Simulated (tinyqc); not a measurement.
# Van der Pauw, Hall and four-point-probe measurements on a doped layer: correction factor against the shape of the sample

A uniform n-type layer with sheet resistance Rs = 1/(q ns mu), point contacts, low field (mu B small).

Rs = 1/(q ns mu). For a rectangle with contacts at the corners, RA = (8 Rs/pi) sum_(k>=0) ln coth((2k + 1) pi a/(2 b)) with current along a short side b and voltage along the opposite one, RB the same with a and b exchanged. ar = a/b. F = Rs/[(pi/ln 2)(RA + RB)/2]; small-asymmetry estimate 1 - (ln 2/2) d^2 - ((ln 2)^2/4 - (ln 2)^3/12) d^4 with d = (RB - RA)/(RB + RA).

Parameters, values chosen for the exercise: sheet density of the layer ns = 1.8e14 cm^-2; drift mobility mu = 310 cm^2/(V s).

Constants: q = 1.602176634e-19 C. Results are converted to the units shown.

Correction factor against the shape of the sample:

| ar | RA (ohm) | RB (ohm) | RB/RA | F | estimate of F |
|---|---|---|---|---|---|
| 1 | 24.679 | 24.679 | 1.0000 | 1.0000 | 1.0000 |
| 1.34 | 8.4623 | 55.306 | 6.5355 | 0.77403 | 0.78609 |
| 1.69 | 2.8174 | 91.716 | 32.554 | 0.52212 | 0.62128 |
| 2.03 | 0.96815 | 128.83 | 133.07 | 0.38027 | 0.57672 |
| 2.37 | 0.33270 | 166.55 | 500.59 | 0.29577 | 0.56529 |
| 2.71 | 0.11433 | 204.47 | 1788.4 | 0.24126 | 0.56225 |
| 3.06 | 0.038074 | 243.58 | 6397.4 | 0.20261 | 0.56140 |
| 3.4 | 0.013084 | 281.60 | 21522 | 0.17527 | 0.56116 |

RB/RA rises from 1.00 to 21500 and F falls from 1.00 to 0.175. The estimate is 19 % above F at a/b = 1.69 and 3.20 times it in the last row. RA shrinks about as exp(-pi a/b): by a factor of 2.91 between the last two rows, against 2.91.

Numbers from tinyqc (`OMP_NUM_THREADS=1 python tinyqc.py 2850214 2850215 out.jsonl`; about 0.01 s on one thread of a shared Intel Xeon 2.30GHz).
